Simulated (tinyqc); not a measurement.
RKS/PBE0 in the sto-3g basis, for H4, spin multiplicity 1, step by step. One step of it, computed by the program tinyqc.

Task: Iteration 2: DIIS coefficients. Solve [B -1; -1 0][c; lambda] = [0; -1] for the coefficients, which sum to one.

B (overlaps of the stored error matrices):
```
                1               2
1   2.3303328e+00  -3.2002407e-01
2  -3.2002407e-01   3.5258310e-01
```

Give: DIIS coefficients.

Result:

DIIS coefficients: 0.2024  0.7976
